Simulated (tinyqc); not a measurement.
Read current of a NAND string, cells in series solved by shooting: one step of the calculation.

Cells in series, numbered from 0 at the source line (0 V) to the bit line, each followed by a gap resistance Rg. A cell with gate Vg, threshold VT, source Vs and drain Vd passes I = 2 nf K Vt^2 [F(Vs) - F(Vd)]/(1 + th max(Vg - VT, 0)), F(V) = ln^2(1 + exp((Vg - VT - nf V)/(2 nf Vt))). The selected cell has Vg = Vr, the others Vg = Vp.

Question. Node voltages for a trial current. For a trial current I start at 0 V and, cell by cell (the selected one is cell 2), solve for the drain: sqrt(F(Vd)) = sqrt(F(Vs) - I/k), k = 2 nf K Vt^2/(1 + th max(Vg - VT, 0)), Vd = [Vg - VT - 2 nf Vt ln(exp(sqrt F) - 1)]/nf, then add I Rg.

Values chosen for this exercise; values of the order met in vertical NAND strings: temperature T = 358 K; gain factor of a cell K = 4.3 uA/V^2; slope factor nf = 2.1; mobility reduction factor th = 0.11 1/V; resistance of the gap between cells Rg = 11 kohm; bit-line voltage Vbl = 0.7 V; pass voltage Vp = 5.6 V; read voltage on the selected word line Vr = 4.04 V.

Constants: q = 1.602176634e-19 C, kB = 1.380649e-23 J/K, Vt = kB T/q. Results are converted to the units shown.

second trial current = 0.5 uA
thresholds from the source end, cell 0 to 4 (V): 3.9  -1.2  2.3  3.9  3.9

Find: node voltage after each cell and gap, trial 2.

Answer.

node voltage after each cell and gap, trial 2, cell 0 to 4 (V): 0.091230  0.12764  0.23460  0.36887  0.56556

Program tinyqc, `OMP_NUM_THREADS=1 python tinyqc.py 2142004 2142005 out.jsonl`; Intel Xeon 2.30GHz, shared host, one thread, about 0.7 s.
